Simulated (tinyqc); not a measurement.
Bulk resistivity and mean free path from two films.

Inverse problem. In the thick-film limit single-crystal films obey rho = rho0 (1 + 3 (1 - ps) lam/(8 d)). Find rho0, lam and the product rho0 lam.

Values chosen for this exercise:
- ps = 0.1 (specular share of surface scattering)

rho at d = 28 and 72 nm (uohm cm): 7.0813420  6.5305219

Solution. rho is a straight line in 1/d: the intercept is rho0 and the slope (3/8)(1 - ps) rho0 lam. Without ps only the product (1 - ps) lam could be found.

rho0 = 6.18 uohm cm
lam = 12.1 nm
rho0 lam = 74.8 uohm cm nm

Computed by the program tinyqc: `OMP_NUM_THREADS=1 python tinyqc.py 2100037 2100038 out.jsonl`, one thread of a shared Intel Xeon 2.30GHz, about 0.01 s for the whole run.
